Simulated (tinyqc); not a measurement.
From results back to parameters: plasmons of a degenerate electron gas in the random-phase approximation. Five cases, with inputs chosen for the exercise.

Problem. At small q the plasmon follows E = Ep + B q^2 with B = (3/10)(hbar vF)^2/Ep, hbar vF = 2 c kF/m; n and m are hidden.

Zero temperature, parabolic band: kF = (3 pi^2 n)^(1/3), EF = c kF^2/m, Ep^2 = 8 pi c e2 n/(m eb), qTF^2 = 6 pi e2 n/(eb EF), c = hbar^2/2m0, e2 = e^2/(4 pi eps0), n in 1/angstrom^3 (1e-24 per 1/cm^3).

Constants: hbar^2/2m0 = 3.80998211 eV angstrom^2; e^2/(4 pi eps0) = 14.39964547 eV angstrom.

Case 1.

Values chosen (out of a larger set: mass and background constant near those of InP; polar phonons, which mix with the plasmon in the real crystal, and the rise of the mass with filling are left out; not measured data): eb = 9.16 (background dielectric constant).

Ep = 42.7671 meV
B = 57.5526 eV angstrom^2

Case 2.

Values chosen (out of a larger set: a free-electron density near that of Al; not measured data): eb = 1 (background dielectric constant).

Ep = 15.9714 eV
B = 3.38906 eV angstrom^2

Case 3.

Values chosen (out of a larger set: mass and background constant near those of InP; polar phonons, which mix with the plasmon in the real crystal, and the rise of the mass with filling are left out; not measured data): eb = 9.63 (background dielectric constant).

Ep = 46.5771 meV
B = 64.4376 eV angstrom^2

Case 4.

Values chosen (out of a larger set: a free-electron density near that of Na; not measured data): eb = 1 (background dielectric constant).

Ep = 6.07890 eV
B = 2.45606 eV angstrom^2

Case 5.

Values chosen (out of a larger set: a free-electron density near that of Al; not measured data): eb = 1 (background dielectric constant).

Ep = 15.8848 eV
B = 3.38292 eV angstrom^2

Find: hbar vF; kF; n; m.

Solution. hbar vF = sqrt(B Ep/0.3); Ep^2 = (4 e2/(3 pi eb)) kF^2 hbar vF gives kF, then n and m.

Case 1.

hbar vF = 2.864 eV angstrom
kF = 0.03094 1/angstrom
n = 1.00e+18 1/cm^3
m = 0.082 m0

Case 2.

hbar vF = 13.43 eV angstrom
kF = 1.763 1/angstrom
n = 1.85e+23 1/cm^3
m = 1.000 m0

Case 3.

hbar vF = 3.163 eV angstrom
kF = 0.03288 1/angstrom
n = 1.20e+18 1/cm^3
m = 0.079 m0

Case 4.

hbar vF = 7.055 eV angstrom
kF = 0.9258 1/angstrom
n = 2.68e+22 1/cm^3
m = 1.000 m0

Case 5.

hbar vF = 13.38 eV angstrom
kF = 1.756 1/angstrom
n = 1.83e+23 1/cm^3
m = 1.000 m0

Computed by tinyqc, one run a case: `OMP_NUM_THREADS=1 python tinyqc.py N N+1 out.jsonl` with N = 1651870, 1651878, 1651884, 1651929, 1652064; one thread of a shared Intel(R) Xeon(R) Processor @ 2.30GHz, about 0.01 s a run at most.
